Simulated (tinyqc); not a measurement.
What moves the results: shallow donor in an anisotropic valley (effective-mass theory). A value that a table varies takes the place of the one given here.

One valley: H = -c [(d2/dx2 + d2/dy2)/mt + (d2/dz2)/ml] - q/(eps r), c = hbar^2/2m0, q = e^2/(4 pi eps0). Trial function exp(-sqrt((x^2 + y^2)/a^2 + z^2/b^2)) with a > b: T = (c/3)(2/(mt a^2) + 1/(ml b^2)), V = -(q/eps) atan(u/b)/u, u = sqrt(a^2 - b^2). The central cell of the impurity is left out.

Constants: hbar^2/2m0 = 3.80998211 eV angstrom^2; e^2/(4 pi eps0) = 14.39964547 eV angstrom; Ry = 13.60569312 eV; a0 (Bohr radius) = 0.5291772105 angstrom.

Parameters, chosen for this exercise (near those of a group-V donor in Si; not measured data):
- mt = 0.188 m0 (transverse mass)
- eps = 11.6 (dielectric constant)
- xs = (1.3, 1.8, 3.1, 5.6, 12, 26, 61, 190) (ratios ml/mt)
- E0 = -30 meV (single-valley level)
- D0 = 2.44 meV (central-cell shift)
- D1 = 2.01 meV (coupling of perpendicular valleys)
- D2 = 0.93 meV (coupling of opposite valleys)
- ml = 0.942 m0 (longitudinal mass)

## Mass anisotropy

mt and eps fixed, ml varied. Energies in units of Ry*(mt) = Ry mt/eps^2 and lengths in a*(mt) = a0 eps/mt; the last two columns use one mass, 3/(1/ml + 2/mt) or (ml mt^2)^(1/3).

Results:
```
ml/mt   a/a*    b/a  binding  conductivity mass  density-of-states mass
1.30   0.947  0.911    1.089              1.083                   1.091
1.80   0.888  0.811    1.203              1.174                   1.216
3.10   0.804  0.670    1.401              1.292                   1.458
5.60   0.731  0.545    1.622              1.377                   1.776
12.0   0.658  0.418    1.906              1.440                   2.289
26.0   0.602  0.321    2.181              1.472                   2.962
61.0   0.557  0.240    2.459              1.488                   3.936
190    0.514  0.163    2.776              1.496                   5.749
```

The binding grows from 1.09 to 2.78 Ry*(mt); for ml going to infinity the exact problem becomes two-dimensional, with 4 Ry*. The conductivity mass saturates at 1.5 and underbinds, by 15 % at ml/mt = 5.6; the density-of-states mass errs by +9 % there and by +107 % in the last row. With these mt and eps one unit is 19.01 meV.

## Strain along [001] (shallow donor in effective-mass theory, with valley-orbit splitting)

Basis: the 1s envelopes of the valleys +x, -x, +y, -y, +z, -z. Diagonal E0 - D0, element -D2 between opposite valleys and -D1 between perpendicular ones. Strain along [001] adds 2 Ds/3 to the z valleys and -Ds/3 to the others.

Ground level, gap to the next level, weight in the z valleys and contact density (sum of amplitudes)^2/6.

Results:
```
Ds (meV)  ground (meV)  gap (meV)  z weight  contact density  ground less band edge (meV)
-120           -113.65       2.14     0.998            0.380                       -33.65
-40             -60.91       2.74     0.977            0.483                       -34.25
-15             -45.78       4.27     0.847            0.723                       -35.78
-5              -41.92       7.08     0.543            0.955                       -38.59
0               -41.41       9.90     0.333            1.000                       -41.41
5               -41.80       8.63     0.189            0.973                       -40.14
15              -43.96       7.45     0.071            0.885                       -38.96
40              -51.45       6.60     0.016            0.779                       -38.11
120             -77.65       6.14     0.002            0.709                       -37.65
```

The scale is the A1-E splitting 6 D1 = 12.1 meV. The contact density is largest without strain and falls to 0.380 and 0.709 at the ends, towards 1/3 (two valleys) and 2/3 (four valleys). The binding below the lowest band edge drops from 41.4 meV to 33.6 meV when the two z valleys are lowest and to 37.7 meV when the four others are, since fewer valleys share the coupling.

## What each parameter does

The minimum of the trial energy. Each row changes one parameter from the base and keeps the others.

Results:
```
case           E (meV)  a (angstrom)  b (angstrom)    b/a
base            -30.05         24.28         13.75  0.566
ml = 1.177 m0   -31.63         23.48         12.31  0.524
mt = 0.169 m0   -27.69         26.57         14.51  0.546
eps = 10.4      -37.38         21.77         12.33  0.566
```

The largest shifts from the base row, up to three for each result and ties (the steps differ in size, so this ranks the rows, not the parameters). E (meV): eps -7.33, mt +2.35, ml -1.59. a (angstrom): eps -2.51, mt +2.29, ml -0.80. b (angstrom): ml -1.45, eps -1.42, mt +0.75. b/a: ml -0.042, mt -0.021; unchanged at the printed digits by eps. eps only rescales the solution (E as 1/eps^2, lengths as eps), so b/a depends on ml/mt alone.

Computed by tinyqc, a small Python program: `OMP_NUM_THREADS=1 python tinyqc.py 1250092 1250093 out.jsonl` (the numbers bound the seed that draws the inputs); one thread of a shared host (Intel(R) Xeon(R) Processor @ 2.30GHz), about 0.01 s for the whole set of steps.
